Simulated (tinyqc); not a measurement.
Size of the test strain: deformation potentials from a strained empirical pseudopotential.

Diamond lattice, no spin-orbit coupling. Atomic form factor V(q) = a1 (q^2 - a2)/(a3 exp(a4 q^2) - 1) in rydberg with q in 1/bohr, for the unstrained cell. Under a strain e the reciprocal vectors and k go over into (1 + e)^(-1) G, the atoms sit at +/- tau with tau = (1 + e) a (1,1,1)/8 - zeta a (eyz, ezx, exy)/4, and H(G,G') = c |k + G|^2 delta + (V(q)/det(1 + e)) cos(q.tau), q = G - G', with the term q = 0 left out; c = hbar^2/2m0. The basis is fixed before straining: all G with |k + G|^2 up to 16 (2 pi/a)^2. k is given in units of 2 pi/a of the unstrained cell.

Constants: hbar^2/2m0 = 3.80998211 eV angstrom^2; Ry = 13.60569312 eV; a0 (Bohr radius) = 0.5291772105 angstrom.

Parameters, chosen for this exercise (out of a larger set: a germanium-sized cell with gaps well above those of Ge; not measured data):

| symbol | value | unit | meaning |
|---|---|---|---|
| a | 5.66 | angstrom | lattice constant |
| A | (0.401, 2.404, 2.061, 0.453) |  | a1 (Ry bohr^2), a2 (1/bohr^2), a3, a4 (bohr^2) |
| kD | 0.82 | 2 pi/a | position of the Delta minimum |

e = diag(-h/2, -h/2, h). Xu = [E(Delta z) - E(Delta x)]/(1.5 h) at fixed kD, b = [E(Z) - E(X, Y)]/(4.5 h); one-sided from +h alone, central from +h and -h.

Results (eV):

| h | Xu one-sided | Xu central | b one-sided | b central |
|---|---|---|---|---|
| 0.0010 | 7.792 | 7.795 | -2.984 | -2.980 |
| 0.0025 | 7.787 | 7.795 | -2.989 | -2.980 |
| 0.0050 | 7.779 | 7.795 | -2.997 | -2.980 |
| 0.0100 | 7.765 | 7.796 | -3.013 | -2.980 |
| 0.0200 | 7.736 | 7.799 | -3.047 | -2.981 |
| 0.0300 | 7.710 | 7.804 | -3.080 | -2.981 |

From h = 0.001 to 0.03 the one-sided Xu drifts by -0.081 eV and the central one by +0.009 eV; for b the drifts are -0.096 and -0.001 eV. The central difference cancels the term of second order in the strain, so its error goes as h^2. At h = 0.02 the linear law errs by 0.7 % for the valley splitting and 2.2 % for the valence splitting.

tinyqc: `OMP_NUM_THREADS=1 python tinyqc.py 1850743 1850744 out.jsonl`; about 0.2 s, one thread, shared Intel(R) Xeon(R) Processor @ 2.30GHz.
